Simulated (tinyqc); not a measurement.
Ballistic transport through the one-dimensional subbands of a rectangular nanowire or nanosheet channel: one step, computed by the program tinyqc. Command: `OMP_NUM_THREADS=1 python tinyqc.py 3028086 3028087 out.jsonl wire walk`. One thread of a shared host (Intel(R) Xeon(R) Processor @ 2.30GHz), about 0.02 s of CPU time with the checks.

Hard walls, parabolic subbands, transport along x. Energies are counted from the bulk conduction band edge at the top of the barrier, which the gate pulls down by U; the source Fermi level lies at the bulk edge when U = 0.

Question. Conductance, capacitance and scattering. Linear conductance G = (2 e^2/h) sum_i g f(eta_i), g = 2, f = 1/(1 + exp(-eta_i)), with the barrier frozen at the eta_i above; current per perimeter I/(2(a + b)); with scattering, transmission lambda/(lambda + L) and low-bias resistance (1 + L/lambda)/G.

Inputs (values chosen for the exercise, modelled on silicon): height a = 4.7 nm; width b = 10 nm; temperature T = 77 K; mean free path for back-scattering lambda = 33 nm; channel length L = 11 nm.

Valleys: silicon [100] wire.

Occupation:
```
subband     eta_i    n_i (1/nm)  I_i (microampere)
1        11.54341  6.167811e-01       7.729587e+00
2         3.21773  1.994714e-01       3.335311e+00
3         3.09517  1.949073e-01       3.216005e+00
4         2.59540  1.755273e-01       2.735320e+00
5         1.35152  1.216943e-01       1.624239e+00
6         0.85713  2.168146e-01       1.243752e+00
7        -1.75884  1.579737e-02       1.633107e-01
8        -5.85284  2.942845e-04       2.946978e-03
9        -6.11335  2.268986e-04       2.271865e-03
10       -8.09088  6.885992e-05       3.147488e-04
```

ballistic current I = 20.05306 microampere

Constants: e = 1.602176634e-19 C; h = 6.62607015e-34 J s.

Give: open modes sum g f; ballistic conductance; current per perimeter; transmission; low-bias resistance with scattering.

Answer.

open modes sum g f = 10.99

ballistic conductance = 851.9 microsiemens

current per perimeter = 682.1 microampere/micrometre

transmission = 0.75

low-bias resistance with scattering = 1.565 kiloohm

Even without scattering the wire has h/(2 e^2 M) = 1.17 kiloohm, which sits in the contacts.
